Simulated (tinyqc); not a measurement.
Coherent transport through a tight-binding region between two chains, step by step. Computed by tinyqc, a small Python program that keeps every step. Settings: temperature = 300, mu = 0.12. Command: `OMP_NUM_THREADS=1 python tinyqc.py 31013 31014 out.jsonl` (the two numbers bound the seeds that draw the settings). One thread of a shared host (Intel(R) Xeon(R) Processor @ 2.60GHz), about 0.08 s of CPU time with the checks.

## Transmission at E = -0.11 eV

H of the central region (eV), lower triangle:
```
         1        2        3        4        5       6
1   0.0000
2  -1.4200   0.0000
3   0.0000  -0.8100   0.0000
4   0.0000   0.0000  -0.8100   0.0000
5   0.0000   0.0000   0.0000  -0.8100   0.0000
6   0.0000   0.0000   0.0000   0.0000  -0.8100  0.0000
```

Leads: semi-infinite chains with site energy 0:
```
parameter                           value
lead hopping t (eV)              2.030000
coupling to the left lead (eV)   0.410000
coupling to the right lead (eV)  1.310000
left contact site                       1
right contact site                      6
```

E = -0.1100 eV

Surface Green function g = (E - i sqrt(4 t^2 - E^2)) / (2 t^2); self-energy tc^2 g on each contact site; G = (E - H - Sigma)^(-1); Gamma = -2 Im Sigma; T = Gamma_L Gamma_R |G_LR|^2; local density of states -Im G_ii / pi.

g = -0.0133-0.4924i 1/eV

G (1/eV), lower triangle:
```
                 1                2                3                4
1   0.0108-0.4123i
2   0.6810-0.0319i   0.0498-0.0421i
3   0.0735+0.7185i   0.0475+0.0502i  -0.1224-1.2527i
4  -0.6710+0.1295i  -0.0434+0.0489i   1.1705-0.2204i   0.2023-0.0789i
5  -0.1647-0.7009i  -0.0534-0.0436i   0.2814+1.2228i   0.0916+0.2097i
6   0.6487-0.2247i   0.0361-0.0549i  -1.1323+0.3864i  -0.1899+0.1073i

                 5               6
5  -0.2690-1.1943i
6   1.1065-0.3718i  0.3402-0.1578i
```

local density of states (1/eV): 0.1312  0.0134  0.3988  0.0251  0.3802  0.0502

transmission = 0.1319

## Transmission across the band

The same steps on a grid of energies.

T(E):
```
E (eV)            T
-3.857000  3.17e-09
-3.471300  3.65e-08
-3.085600  3.02e-07
-2.699900  2.96e-06
-2.314200  4.77e-05
-1.928500    0.0033
-1.542800    0.0570
-1.157100    0.2464
-0.771400    0.1005
-0.385700    0.1324
0.000000     0.1297
0.385700     0.1324
0.771400     0.1005
1.157100     0.2464
1.542800     0.0570
1.928500     0.0033
2.314200   4.77e-05
2.699900   2.96e-06
3.085600   3.02e-07
3.471300   3.65e-08
3.857000   3.17e-09
```

levels of the isolated region (eV): -1.7222  -1.2152  -0.4452  0.4452  1.2152  1.7222

## Current

I = (2e/h) int T(E) [f(E - mu - V/2) - f(E - mu + V/2)] dE at 300 K with mu = 0.12 eV, the bias not changing H; 2e^2/h = 77.48092 microsiemens; the integral runs over the band on 4001 points.

Current:
```
V (volt)  I (microampere)
0.0100             0.1026
0.0500             0.5129
0.1000             1.0260
0.2000             2.0542
0.4000             4.1183
0.8000             8.1771
```
